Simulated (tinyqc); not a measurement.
A particle near a wafer in liquid: double-layer and van der Waals forces (DLVO), deposition barrier and removal: one step, computed by the program tinyqc.

Sphere and flat wall, Derjaguin approximation, constant potentials in the linear-superposition form, no retardation and no hydration force.

Task: Removing an attached particle. Adhesion F_a = A R/(6 h0^2) [1 + a^2/(R h0)] - kappa Z R exp(-kappa h0), a the contact radius. Drag in a shear flow F_d = 1.7 x 6 pi mu R^2 G, acting at 1.4 R; rolling starts when 1.4 R F_d = a F_a. Wall shear stress = mu G.

Inputs (values chosen for the exercise, of the order of those for silica on copper in water):

| quantity | value | unit |
|---|---|---|
| particle radius R | 180 | nm |
| Hamaker constant A | 3.3e-20 | J |
| temperature T | 293 | K |
| contact distance h0 | 0.4 | nm |
| contact radius over R | 0.2 | - |
| viscosity | 0.76 | mPa s |

kappa = 0.04277483 1/nm

Z = 9.714756 pN

Give: van der Waals adhesion; net adhesion F_a; wall shear stress for rolling; shear rate G.

Result:

van der Waals adhesion = 1.176e+05 pN

net adhesion F_a = 1.175e+05 pN

wall shear stress for rolling = 16166 Pa

shear rate G = 2.127e+07 1/s
